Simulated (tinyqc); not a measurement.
Worked calculation: FCI on RHF in the 6-311g basis, for H2, spin multiplicity 1. One step of it, computed by the program tinyqc.

Question. FCI: determinants and Hamiltonian. Slater-Condon rules over spin orbitals, with the nuclear repulsion added and E(HF) subtracted on the diagonal. Only determinants linked to the reference directly or through others are kept (one block of an abelian symmetry group), so some states are absent.

one-electron integrals over orbitals h = C^T H C (hartree), lower triangle:
```
           1          2          3          4         5         6
1  -1.177650
2   0.000000  -0.505561
3   0.128227   0.000000  -0.352588
4   0.000000   0.208398   0.000000  -0.261798
5   0.081260   0.000000  -0.158744   0.000000  1.391010
6   0.000000   0.025199   0.000000  -0.217295  0.000000  1.419390
```

Two-electron integrals over orbitals (pq|rs), unique and non-zero (hartree):
```
(11|11) 0.613446    (21|21) 0.056264    (22|11) 0.356293    (22|22) 0.304453
(31|11) -0.128227   (31|22) -0.030142   (31|31) 0.054659    (32|21) 0.020256
(32|32) 0.035480    (33|11) 0.361166    (33|22) 0.276349    (33|31) -0.037357
(33|33) 0.281766    (41|21) -0.068525   (41|32) -0.001932   (41|41) 0.103062
(42|11) -0.138462   (42|22) -0.050379   (42|31) 0.042993    (42|33) -0.048171
(42|42) 0.058502    (43|21) 0.037776    (43|32) 0.017212    (43|41) -0.045581
(43|43) 0.032112    (44|11) 0.484781    (44|22) 0.330460    (44|31) -0.082193
(44|33) 0.311704    (44|42) -0.103533   (44|44) 0.421758    (51|11) -0.081260
(51|22) -0.013180   (51|31) 0.046072    (51|33) -0.021865   (51|42) 0.028093
(51|44) -0.056891   (51|51) 0.080365    (52|21) -0.003717   (52|32) 0.004013
(52|41) 0.011608    (52|43) -0.009552   (52|52) 0.013438    (53|11) 0.102408
(53|22) 0.033639    (53|31) -0.038201   (53|33) 0.034780    (53|42) -0.035759
(53|44) 0.071268    (53|51) -0.042332   (53|53) 0.035129    (54|21) 0.013273
(54|32) -0.018645   (54|41) -0.037440   (54|43) 0.014127    (54|52) -0.021300
(54|54) 0.047224    (55|11) 0.619490    (55|22) 0.351791    (55|31) -0.136063
(55|33) 0.360621    (55|42) -0.142038   (55|44) 0.491222    (55|51) -0.122869
(55|53) 0.121447    (55|55) 0.679725    (61|21) -0.028924   (61|32) 0.016520
(61|41) 0.061883    (61|43) -0.029923   (61|52) 0.029428    (61|54) -0.060496
(61|61) 0.087088    (62|11) -0.027062   (62|22) 0.009607    (62|31) 0.022353
(62|33) -0.002534   (62|42) 0.006366    (62|44) -0.013343   (62|51) 0.036149
(62|53) -0.016232   (62|55) -0.047502   (62|62) 0.023773    (63|21) 0.031268
(63|32) -0.003077   (63|41) -0.050606   (63|43) 0.022155    (63|52) -0.011418
(63|54) 0.030810    (63|61) -0.046205   (63|63) 0.032496    (64|11) 0.139589
(64|22) 0.030025    (64|31) -0.060471   (64|33) 0.044630    (64|42) -0.047470
(64|44) 0.092304    (64|51) -0.074643   (64|53) 0.050648    (64|55) 0.176002
(64|62) -0.037189   (64|64) 0.088641    (65|21) 0.093665    (65|32) 0.003575
(65|41) -0.142359   (65|43) 0.071407    (65|52) -0.037108   (65|54) 0.085961
(65|61) -0.130931   (65|63) 0.089185    (65|65) 0.266876    (66|11) 0.646679
(66|22) 0.367603    (66|31) -0.150526   (66|33) 0.367534    (66|42) -0.154645
(66|44) 0.519604    (66|51) -0.154286   (66|53) 0.137922    (66|55) 0.720813
(66|62) -0.056048   (66|64) 0.199816    (66|66) 0.782824
```

nuclear repulsion = 0.62182986 hartree

Hartree-Fock energy = -1.12002369 hartree

Give: determinants; H - E(HF) between determinants.

Answer.

Occupation strings over the orbitals (2 doubly, a alpha, b beta, 0 empty; spin orbitals ordered 1a 1b 2a 2b ...): 200000 a0b000 a000b0 b0a000 b000a0 020000 0a0b00 0a000b 002000 00a0b0 0b0a00 000200 000a0b 00b0a0 000020 0b000a 000b0a 000002

H - E(HF) between determinants (hartree), lower triangle:
```
        200000  a0b000  a000b0  b0a000  b000a0  020000  0a0b00  0a000b
200000   0.000
a0b000   0.000   0.573
a000b0   0.000  -0.056   2.575
b0a000   0.000  -0.055  -0.046   0.573
b000a0   0.000  -0.046  -0.080  -0.056   2.575
020000   0.056   0.020  -0.004  -0.020   0.004   1.035
0a0b00  -0.069   0.038   0.013   0.002  -0.012   0.158   1.305
0a000b  -0.029   0.031   0.094  -0.017  -0.029   0.035  -0.187   3.023
002000   0.055   0.091  -0.038  -0.091   0.038   0.035   0.017  -0.003
00a0b0   0.046  -0.038  -0.008  -0.059   0.042   0.004  -0.019   0.004
0b0a00   0.069   0.002  -0.012   0.038   0.013  -0.158  -0.059  -0.006
000200   0.103  -0.046  -0.037   0.046   0.037   0.059   0.105  -0.047
000a0b   0.062  -0.051  -0.142   0.030   0.060   0.006  -0.047   0.054
00b0a0  -0.046  -0.059   0.042  -0.038  -0.008  -0.004   0.010   0.011
000020   0.080  -0.042  -0.042   0.042   0.042   0.013  -0.021  -0.037
0b000a   0.029  -0.017  -0.029   0.031   0.094  -0.035  -0.006  -0.024
000b0a  -0.062   0.030   0.060  -0.051  -0.142  -0.006  -0.012   0.037
000002   0.087  -0.046  -0.131   0.046   0.131   0.024  -0.037  -0.031

        002000  00a0b0  0b0a00  000200  000a0b  00b0a0  000020  0b000a
002000   1.318
00a0b0  -0.124   3.141
0b0a00  -0.017   0.010   1.305
000200   0.032   0.014  -0.105   1.640
000a0b   0.022   0.071  -0.012  -0.125   3.419
00b0a0   0.124  -0.035  -0.019  -0.014  -0.031   3.141
000020   0.035  -0.037   0.021   0.047   0.086   0.037   5.204
0b000a   0.003   0.011  -0.187   0.047   0.037   0.004   0.037   3.023
000b0a  -0.022  -0.031  -0.047   0.125  -0.089   0.071  -0.086   0.054
000002   0.032   0.089   0.037   0.089  -0.017  -0.089   0.267   0.031

        000b0a  000002
000b0a   3.419
000002   0.017   5.363
```
